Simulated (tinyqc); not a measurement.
Thermal stress, cracking, delamination and buckling of a thin film; Griffith cracks and misfitting inclusions: one step, computed by the program tinyqc.

Isotropic linear elasticity; the substrate is much thicker than the film; stress is positive in tension.

Question. Griffith crack in the substrate. Through crack of length 2a in plane strain: K_Ic = sqrt(2 gamma_s E_s/(1 - nu_s^2)); fracture stress = K_Ic/sqrt(pi a). An edge crack of depth a has K larger by 1.1215.

Inputs (values chosen for the exercise, modelled on a silicon nitride film on silicon):
```
quantity                          value        unit
substrate Young's modulus E_s       155         GPa
substrate Poisson ratio nu_s       0.24           -
flaw half length a                  1.9  micrometre
substrate surface energy gamma_s    1.3       J/m^2
```

Give: toughness K_Ic; fracture stress, inner crack; fracture stress, edge crack.

Answer.

toughness K_Ic = 0.6539 MPa m^0.5

fracture stress, inner crack = 267.7 MPa

fracture stress, edge crack = 238.7 MPa

The inner crack lowers the strength to 1.7 % of the ideal E_s/10.
